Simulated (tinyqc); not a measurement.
MOSFET in saturation, small-signal circuit and noise: one step of the calculation.

Bias by the inversion coefficient IC = I/Ispec (charge-based model with velocity saturation; weak inversion below 0.1, strong above 10). Common-source circuit: gm, gds, Cgs, Cgd and Cj at the inner nodes, Rg in series with the gate; quasi-static, no source or drain resistance, no gate-body capacitance, no substrate network, no induced gate noise, so fmax is an upper estimate.

Question. Current, transconductance and gain. Ispec = 2 n mu Cox (W/L) Vt^2, lc = Ls/L, gms = [sqrt((lc IC + 1)^2 + 4 IC) - 1]/[2 + lc (lc IC + 1)], gm = gms Ispec/(n Vt), gds = sg gm.

Values chosen for this exercise:

| symbol | value | unit | meaning |
|---|---|---|---|
| T | 300 | K | temperature |
| L | 28 | nm | gate length |
| W | 5 | um | total gate width |
| Cox | 1.68 | uF/cm^2 | gate capacitance |
| mu | 360 | cm^2/(V s) | mobility |
| n | 1.29 |  | slope factor |
| Ls | 10 | nm | velocity-saturation length |
| sg | 0.11 |  | ratio gds/gm |
| IC | 20 |  | inversion coefficient |

Constants: q = 1.602176634e-19 C, kB = 1.380649e-23 J/K, Vt = kB T/q. Results are converted to the units shown.

Give: Ispec; I; gms; gm; gds; gm/I.

Answer.

Ispec = 186.2 uA
I = 3724 uA
gms = 2.261
gm = 12.62 mS
gds = 1.389 mS
gm/I = 3.389 1/V

Numbers from tinyqc (`OMP_NUM_THREADS=1 python tinyqc.py 2150138 2150139 out.jsonl`; about 0.01 s on one thread of a shared Intel Xeon 2.30GHz).
